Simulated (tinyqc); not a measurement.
Random telegraph noise from one oxide trap in a small MOSFET: time constants and noise against gate voltage.

An acceptor-like trap exchanges electrons with the channel. Inversion charge Q = Cox u, u = n Vt W0(exp((Vg - VT)/(n Vt))), W0 the Lambert function, n = nf, Cox = eps0 eox/tox; linear regime Id = (W/L) mu Q Vd. Relative to threshold the surface potential rises by Vt ln(u/u0) and the oxide voltage by the rest of Vg - VT, with u0 = n Vt W0(1).

N = Cox u/q; dpsi = Vt ln(u/u0); E = E0 - dpsi - (xt/tox)(Vg - VT - dpsi); capture time tc = 1/[(N/zi) vth s0 exp(-xt/lt - EB/Vt)]; emission time te = tc exp(-E/Vt); occupancy te/(tc + te). A = W L; threshold step dV = q (1 - xt/tox)/(Cox A); gm/Id = 1/(u + n Vt); relative step dI/I = (gm/Id) dV + asc mu/A. fc = (1/tc + 1/te)/(2 pi); rms = (dI/I) sqrt(tc te)/(tc + te).

Parameters, values chosen for the exercise; values of the order met in silicon transistors:
- T = 300 K (temperature)
- eox = 3.9 (relative permittivity of the gate insulator (close to silicon dioxide))
- tox = 1.7 nm (insulator thickness)
- xt = 0.7 nm (depth of the trap from the channel interface)
- E0 = 0.18 eV (trap level above the channel Fermi level at threshold)
- s0 = 1e-16 cm^2 (capture prefactor)
- EB = 0.38 eV (capture barrier (lattice relaxation))
- lt = 0.15 nm (tunnelling decay length)
- vth = 1.6e7 cm/s (thermal velocity)
- zi = 2 nm (thickness of the inversion layer)
- VT = 0.29 V (threshold voltage)
- nf = 1.11 (body factor)
- W = 180 nm (gate width)
- L = 40 nm (gate length)
- mu = 250 cm^2/(V s) (mobility)
- asc = 3.7e-16 V s (scattering coefficient of the charged trap)
- Vd = 0.1 V (drain voltage)

Constants: q = 1.602176634e-19 C, kB = 1.380649e-23 J/K, Vt = kB T/q, eps0 = 8.8541878128e-14 F/cm where lengths are in cm. Results are converted to the units shown.

Time constants and noise against gate voltage:

| Vg (V) | E (eV) | tc (s) | te (s) | occupancy | dI/I (%) | fc (Hz) | rms dI/I (%) |
|---|---|---|---|---|---|---|---|
| 0.38 | 0.12163 | 0.038396 | 3.4747e-4 | 0.0089684 | 0.80849 | 462.19 | 0.076221 |
| 0.44 | 0.089019 | 0.022824 | 7.2936e-4 | 0.030966 | 0.58930 | 225.19 | 0.10208 |
| 0.5 | 0.058717 | 0.015797 | 0.0016300 | 0.093529 | 0.46893 | 107.72 | 0.13654 |
| 0.56 | 0.029749 | 0.011936 | 0.0037765 | 0.24036 | 0.39560 | 55.478 | 0.16904 |
| 0.62 | 0.0016255 | 0.0095335 | 0.0089525 | 0.48429 | 0.34707 | 34.472 | 0.17345 |
| 0.68 | -0.025921 | 0.0079093 | 0.021557 | 0.73158 | 0.31289 | 27.505 | 0.13865 |
| 0.74 | -0.053050 | 0.0067439 | 0.052495 | 0.88616 | 0.28764 | 26.632 | 0.091361 |
| 0.8 | -0.079867 | 0.0058698 | 0.12892 | 0.95645 | 0.26830 | 28.349 | 0.054755 |
| 0.86 | -0.10644 | 0.0051914 | 0.31872 | 0.98397 | 0.25303 | 31.157 | 0.031776 |

tc falls from 0.0384 to 0.00519 s as the channel fills and te rises from 3.47e-4 to 0.319 s; they are equal at Vg = 0.624 V, where E = 0. The rms noise goes from 0.0762 through a maximum of 0.173 (at Vg = 0.62 V among the rows listed) to 0.0318 %. The slope -Vt d ln(tc/te)/dVg is 0.544 between the first two rows and 0.443 between the last two; it tends to xt/tox = 0.412 only when the surface potential stops moving.

Range of the model: VT is taken as given; short-channel effects and the uneven flow of current among few electrons are left out.

Program tinyqc, `OMP_NUM_THREADS=1 python tinyqc.py 2710013 2710014 out.jsonl`; Intel Xeon 2.30GHz, shared host, one thread, about 0.01 s.
